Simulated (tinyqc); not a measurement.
Koster-Slater impurity in a tight-binding band, by Green functions and by supercells: one step, computed by the program tinyqc. Command: `OMP_NUM_THREADS=1 python tinyqc.py 3017174 3017175 out.jsonl kosterslater walk`. One thread of a shared host (Intel(R) Xeon(R) Processor @ 2.30GHz), about 0.04 s of CPU time with the checks.

One orbital per site, e(k) = -2 t sum cos(k_i) over 2 direction(s), band from -4 t to 4 t, lattice constant 1. One site has the extra energy U. Spin is left out.

Task: The host Green function outside the band. Outside the band G0(E) = (2/(pi E)) K(m), m = 16 t^2/E^2, K the complete elliptic integral with parameter m. A bound state solves 1/U = G0(E). Energies: 0.05, 0.2, 0.5, 1, 2, 4 and 8 t beyond the band edge on the side of U, rounded to four digits.

Inputs (values chosen for the exercise, for a model band): hopping t = 0.62 eV; impurity potential U = 1.48 eV.

Lattice: square.

Give: Scan on the side of U.

Result:

Scan on the side of U:
```
E (eV)  G0 (1/eV)  1/U - G0 (1/eV)
2.511      0.8250          -0.1493
2.604      0.6387           0.0370
2.790      0.5101           0.1656
3.100      0.4098           0.2659
3.720      0.3097           0.3660
4.960      0.2164           0.4593
7.440      0.1384           0.5373
```

G0 diverges at the band edge, so any U binds a state, exponentially weakly when U is small.
